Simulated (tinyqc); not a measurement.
Orbital energy against energy difference: ionisation energy by orbital energies and by energy differences in the 6-31g basis, for BeH2, spin multiplicity 1. Computed by the program tinyqc with PySCF. 

Geometry (angstrom):
```
atom,x,y,z
Be,0.0000,0.0000,0.0000
H,0.0000,1.2720,0.0310
H,0.0000,-1.2720,0.0310
```

CCSD(T) difference in the same basis = 11.7966 eV

IP-EOM-CCSD = 11.8319 eV

The cation is unrestricted; errors are against CCSD(T) in this basis, not against experiment.

First vertical ionisation energy (eV):
```
method,-e(HOMO),E(cation) - E,error of -e(HOMO),error of the difference
HF,12.3887,11.604694,0.5922,-0.1919
LDA,7.5021,11.862955,-4.2945,0.0664
PBE,7.5263,11.885216,-4.2703,0.0886
B3LYP,8.7378,12.139487,-3.0588,0.3429
PBE0,8.9278,12.071418,-2.8688,0.2749
CAM-B3LYP,10.4345,12.233335,-1.3621,0.4368
LC-wPBE,11.9166,12.386021,0.1200,0.5895
```

Koopmans errs by +0.59 eV and Delta-HF by -0.19 eV: relaxation, 0.78 eV, lowers the value and the missing correlation difference works against it. The PBE level is off by -4.3 eV through the wrong tail of its potential, though its energy difference is off by +0.09 eV; exact exchange deepens the level, and among the orbital energies LC-wPBE comes closest; among the differences LDA does.
